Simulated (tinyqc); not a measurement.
Defects against doping: deep level with several charge states.

Energies from Ev. The defect has charge states 0, -1, -2 with weights 1, gm exp((EF - E1)/kT), exp((2 EF - E1 - E2)/kT); the shares are the weights over their sum. Boltzmann carriers: n = Nc exp((EF - Eg)/kT), p = Nv exp(-EF/kT). Neutrality: p - n + Nd + Nt <q> = 0.

Constants: kB = 8.617333262e-05 eV/K.

Inputs chosen for the exercise (gap and densities of states near those of SiC at this temperature; the results hold for these values, not for the real material): Eg = 3.227 eV (gap); Nc = 1.82e+19 1/cm^3 (conduction-band density of states); Nv = 3.26e+19 1/cm^3 (valence-band density of states); T = 300 K; E1 = 1.529 eV (level (0/-1) above Ev); E2 = 2.511 eV (level (-1/-2) above Ev); gm = 2 (degeneracy of the middle state, the others 1); Nd = 5.8e+13 1/cm^3 (ionised shallow donors minus acceptors).

Nt takes the listed multiples of |Nd|; the resistivity uses mobilities of 1000 (electrons) and 300 (holes) cm^2/(V s), chosen for the exercise, and e = 1.602176634e-19 C.

Neutral state:
```
Nt/|Nd|  EF (eV)  n (1/cm^3)  p (1/cm^3)  rho (ohm cm)
0.01      2.8993    5.68e+13    6.42e-30           110
0.10      2.8940    4.64e+13    7.86e-30           135
0.30      2.8761    2.32e+13    1.57e-29           269
0.60      2.5468    6.82e+07    5.35e-24      9.15e+07
0.90      2.4752    4.26e+06    8.56e-23      1.46e+09
1.10      1.5706    2.72e-09    1.34e-07      1.45e+23
1.50      1.5290    5.43e-10    6.72e-07      3.09e+22
10.00     1.4543    3.02e-11    1.21e-05      1.72e+21
```

Give the missing row, Nt/|Nd| = 3.00.

Computed row:
```
Nt/|Nd|  EF (eV)  n (1/cm^3)  p (1/cm^3)  rho (ohm cm)
3.00      1.4932    1.36e-10    2.69e-06      7.74e+21
```

EF goes from 2.899 to 1.454 eV and the resistivity from 110 to 1.72e+21 ohm cm, with a largest value of 1.45e+23 (values above about 1e13 are formal: hopping and surfaces conduct more). The largest move of EF, -0.905 eV, comes between Nt/|Nd| = 0.9 and 1.1; the levels lie at 1.529 and 2.511 eV. A defect can take up to two electrons, so EF leaves the neighbourhood of the band edge near Nt = Nd/2 and drops from the upper towards the lower level near Nt = Nd. The type changes along the table.

Computed by tinyqc, a small Python program: `OMP_NUM_THREADS=1 python tinyqc.py 1680320 1680321 out.jsonl` (the numbers bound the seed that draws the inputs); one thread of a shared host (Intel(R) Xeon(R) Processor @ 2.30GHz), about 0.01 s for the whole set of steps.
